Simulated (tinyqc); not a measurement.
Inside a calculation. Model: composition and strain of an epitaxial Si(1-x)Ge(x) layer from Raman and X-ray peaks. Computed by tinyqc, a small Python program that keeps every step. Command: `OMP_NUM_THREADS=1 python tinyqc.py 3031285 3031286 out.jsonl epiraman walk`. One thread of a shared host (Intel(R) Xeon(R) Processor @ 2.30GHz), about 0.01 s of CPU time with the checks. Intermediate numbers are printed to about 7 digits and carried at full precision; extremes and crossings named in words are read from the listed rows.

A (001) layer, biaxially strained in the plane. The Raman peaks follow empirical lines omega = w0 + c1 x + c3 x^3 + b eps (c3 for Si-Ge alone), with eps the in-plane strain.

Inputs (values chosen for the exercise, modelled on silicon-germanium): Ge fraction x = 0.67; degree of relaxation R = 0; lattice constant of Si = 5.431 angstrom; lattice constant of Ge = 5.658 angstrom; bowing B = 0.028 angstrom; 2 C12/C11 of Si = 0.768; 2 C12/C11 of Ge = 0.75; Si-Si: w0 = 521.2 1/cm; Si-Si: c1 = -67.2 1/cm; Si-Si: strain coefficient b = -765 1/cm; Si-Ge: w0 = 400.2 1/cm; Si-Ge: c1 = 23.7 1/cm; Si-Ge: c3 = -33.9 1/cm; Si-Ge: strain coefficient b = -602 1/cm; Ge-Ge: w0 = 280.3 1/cm; Ge-Ge: c1 = 18.7 1/cm; Ge-Ge: strain coefficient b = -422 1/cm; uncertainty of a Raman peak = 0.1 1/cm; X-ray wavelength = 1.540598 angstrom.

Substrate: silicon. Pair of peaks used: Si-Ge and Ge-Ge.

## Lattice constants and strain

Relaxed lattice constant a(x) = a_Si + (a_Ge - a_Si) x - B x (1 - x). In-plane constant a_par = a_sub + R (a(x) - a_sub); eps = a_par/a(x) - 1; eps_perp = -(2 C12/C11) eps with 2 C12/C11 linear in x; a_perp = a(x) (1 + eps_perp).

relaxed constant a(x) = 5.576899 angstrom

substrate constant a_sub = 5.431 angstrom

a_par = 5.431 angstrom

in-plane strain eps = -26.16135 per mille

strain along the normal = 19.77641 per mille

a_perp = 5.687190 angstrom

The layer is under compression in the plane and is stretched along the normal. Caution: strains above 2 % survive only in layers a few nanometres thick, and the linear relations lose accuracy.

## Raman peaks

Insert x and eps in the three lines; the strain part is b eps.

Si-Si peak = 496.1894 1/cm

Si-Ge peak = 421.6323 1/cm

Ge-Ge peak = 303.8691 1/cm

strain parts (1/cm): Si-Si 20.01343, Si-Ge 15.74913, Ge-Ge 11.04009

Read as unstrained, the Si-Si peak would give x = 0.372 in place of 0.67.

## X-ray (004) reflection

Bragg angle theta = arcsin(2 lambda/a) for (004), for the substrate with a_sub and the layer with a_perp; separation in arc seconds.

theta of the substrate = 34.56459 degree

theta of the layer = 32.80477 degree

separation, layer less substrate = -6335.338 arcsec

## Back from two peaks to composition and strain

Unknowns x and eps (per mille). Newton steps: J d = (measured - model), J = [d omega/dx, d omega/d eps] for the two peaks; start at x = 0.5, eps = 0; stop when |d| < 1e-9. The peaks are rounded to 0.001 per cm; R = (a(x)(1 + eps) - a_sub)/(a(x) - a_sub).

peaks used (1/cm): Si-Ge 421.632, Ge-Ge 303.869

Iterations:
```
step          x  eps (per mille)  residual 1 (1/cm)  residual 2 (1/cm)
0     0.5000000          0.00000       1.381950e+01             14.219
1     0.7276120        -23.60819       3.034143e+00              0.000
2     0.6742111        -25.97453       2.058547e-01              0.000
3     0.6700275        -26.15992       1.197619e-03              0.000
4     0.6700029        -26.16101       4.132193e-08              0.000
5     0.6700029        -26.16101                  0              0.000
```

recovered x = 0.6700029

recovered eps = -26.16101 per mille

recovered R = 0

## Which pair of peaks is best

For each pair invert J = [d omega/dx, d omega/d eps] at the true x. Independent errors of the given size in both peaks give sigma_x and sigma_eps = uncertainty x (norm of the rows of the inverse of J).

Error propagation:
```
pair                det J      sigma_x  sigma_eps (per mille)
Si-Si and Si-Ge  23.66026  0.004114336              0.2987921
Si-Si and Ge-Ge   42.6639  0.002047810              0.1634950
Si-Ge and Ge-Ge  20.52162  0.003582460              0.1405249
```

The pair Si-Si and Ge-Ge fixes x best (sigma_x = 0.0020) and Si-Si and Si-Ge worst (0.0041), a factor 2.0. Strain moves all peaks the same way, so a good pair needs different ratios of composition slope to strain coefficient, best of opposite sign; the slopes here are -67.2, -22.0 and 18.7 per cm for Si-Si, Si-Ge and Ge-Ge. Errors in the coefficients themselves are not counted.

## Relaxation at fixed composition

(004) Bragg angle theta = arcsin(2 lambda/a), with a = a_perp for the layer and a_sub for the substrate; separation = layer less substrate. The apparent x is the one that a fully strained layer (R = 0) would need to give the same a_perp.

Signatures; columns: (1) R; (2) eps (per mille); (3) Si-Si (1/cm); (4) Ge-Ge (1/cm); (5) a_perp (angstrom); (6) (004) separation (arcsec); (7) apparent x if R = 0 is assumed:
```
(1)         (2)       (3)       (4)       (5)        (6)        (7)
0.00  -26.16135  496.1894  303.8691  5.687190  -6335.338  0.6700000
0.15  -22.23715  493.1874  302.2131  5.670647  -5947.223  0.6297360
0.30  -18.31294  490.1854  300.5571  5.654103  -5556.359  0.5891124
0.50  -13.08067  486.1827  298.3490  5.632045  -5030.877  0.5343702
0.70   -7.84840  482.1800  296.1410  5.609987  -4500.376  0.4789443
0.85   -3.92420  479.1780  294.4850  5.593443  -4099.159  0.4369098
1.00    0.00000  476.1760  292.8290  5.576899  -3695.042  0.3944628
```

Full relaxation moves the Si-Si peak by -20.01 per cm and shrinks the X-ray separation to 58 % of its strained value, about 1/(1 + 2 C12/C11). A symmetric reflection alone cannot part x from R: a relaxed layer read as strained gives x = 0.394 in place of 0.67. An asymmetric reflection or a second peak is needed.

Checks made by the program: recovered composition (relative difference 4e-06).
